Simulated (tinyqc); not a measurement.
# Changing the dose Q

Model: implant damage, amorphisation by cascade overlap, and solid-phase epitaxial regrowth. Computed by tinyqc, a small Python program. Command: `OMP_NUM_THREADS=1 python tinyqc.py 3114209 3114210 out.jsonl sper sweep`. One thread of a shared host (Intel(R) Xeon(R) Processor @ 2.30GHz), about 0.02 s of CPU time with the checks.

Range and width of the damage are inputs. Dynamic annealing enters only through the surviving share f.

Inputs (values chosen for the exercise, modelled on indium ions in silicon):
```
quantity                         value    unit
atomic density N                  49.9  1/nm^3
ion Z1                              49       -
ion mass M1                      114.8       u
target Z2                           14       -
target mass M2                   28.09       u
ion energy E                       150     keV
displacement energy E_d             13      eV
depth of the damage peak R_d        87      nm
width of the damage profile s_d     51      nm
share of defects that survive f   0.48       -
critical displaced share x_c      0.17       -
regrowth prefactor v0            4e+15    nm/s
regrowth energy E_a               2.72      eV
anneal temperature                 566       C
rate relative to (100)               1       -
peak enhancement by the dopant      12       -
```

Constants: a_0 = 0.529177210903 angstrom; e^2/(4 pi eps_0) = 14.39964548 eV angstrom; k_B = 8.617333262e-05 eV/K.

Method:
- Robinson partition: eps = E a M2/(Z1 Z2 (e^2/(4 pi eps_0)) (M1 + M2)), a = 0.8853 a_0/sqrt(Z1^(2/3) + Z2^(2/3)); k = 0.0793 Z1^(2/3) Z2^(1/2) (M1 + M2)^(3/2)/((Z1^(2/3) + Z2^(2/3))^(3/4) M1^(3/2) M2^(1/2)); damage energy T_d = E/(1 + k (eps + 0.40244 eps^(3/4) + 3.4008 eps^(1/6))); displacements nu = 0.8 T_d/(2 E_d).
- Displaced share x(z) = f nu Q exp(-(z - R_d)^2/(2 s_d^2))/(sqrt(2 pi) s_d N); the layer is amorphous where x > x_c, between R_d -/+ s_d sqrt(2 ln(x_max/x_c)), the upper edge being cut at the surface. Threshold dose Q_c = Q x_c/x_max.
- Displaced atoms per area beyond the lower edge z2: f nu Q (1/2) erfc((z2 - R_d)/(sqrt2 s_d)); they are not removed by regrowth.
- v = v0 x orientation factor x exp(-E_a/(k_B T)) x [1 + (enhancement - 1) exp(-(z - R_d)^2/(2 s_d^2))], T = anneal temperature + 273.15 K; the dopant is taken to follow the damage profile; the lower front moves from the lower edge z2 to the surface, or to the middle (z1 + z2)/2 of a buried layer with upper edge z1; time = int dz/v; the equivalent undoped distance is that time times the undoped velocity.

One run for each value:
```
dose Q (1/cm^2)  lower edge (nm)  upper edge (nm)  displaced atoms beyond z2 (1/cm^2)  time with enhancement (s)
1.30e+14                  145.53           28.473                          2.6307e+16                      32.70
2.60e+14                  170.85            3.148                          2.0980e+16                      59.81
5.40e+14                  191.08            0.000                          1.7956e+16                     160.91
1.10e+15                  207.56            0.000                          1.6028e+16                     206.23
4.70e+15                  235.62            0.000                          1.3505e+16                     318.99
9.70e+15                  247.80            0.000                          1.2629e+16                     378.32
2.00e+16                  259.11            0.000                          1.1907e+16                     436.41
```

Give the missing row, dose Q (1/cm^2) = 2.30e+15.

Computed row:
```
dose Q (1/cm^2)  lower edge (nm)  upper edge (nm)  displaced atoms beyond z2 (1/cm^2)  time with enhancement (s)
2.30e+15                  222.54            0.000                          1.4582e+16                     261.35
```

Interpolating between the two neighbouring rows (the first column on a logarithmic scale, the others too where they are positive) misses most in time with enhancement (s), by 1.5 %. Over the rows, lower edge (nm) rises from 146 to 259 (exponent d ln y / d ln x 0.23 between the first rows and 0.062 between the last); upper edge (nm) falls from 28.5 to 0, flat over part of the range; displaced atoms beyond z2 (1/cm^2) falls from 2.63e16 to 1.19e16 (exponent d ln y / d ln x -0.33 between the first rows and -0.081 between the last).  Left out: 3.00e13, 6.20e13 (the dose does not amorphise).
